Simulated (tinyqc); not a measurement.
Scale length and length offset from two DIBL values.

Inverse problem. DIBL = exp(-Le/(2 l)) + 2 exp(-Le/l) with Le = L - dL. Find l, dL and the drawn length for a DIBL of 100 mV/V.

DIBL at drawn lengths 75 and 120 nm (mV/V): 97.132530  17.248686

Answer. With e = exp(-Le/(2 l)), 2 e^2 + e = DIBL gives e and so Le/l at each length; Le/l is a straight line in L with slope 1/l.

l = 14.00 nm
dL = 5.400 nm
length for 100 mV/V = 74.29 nm

Program tinyqc, `OMP_NUM_THREADS=1 python tinyqc.py 2002089 2002090 out.jsonl`; Intel Xeon 2.30GHz, shared host, one thread, about 0.01 s.
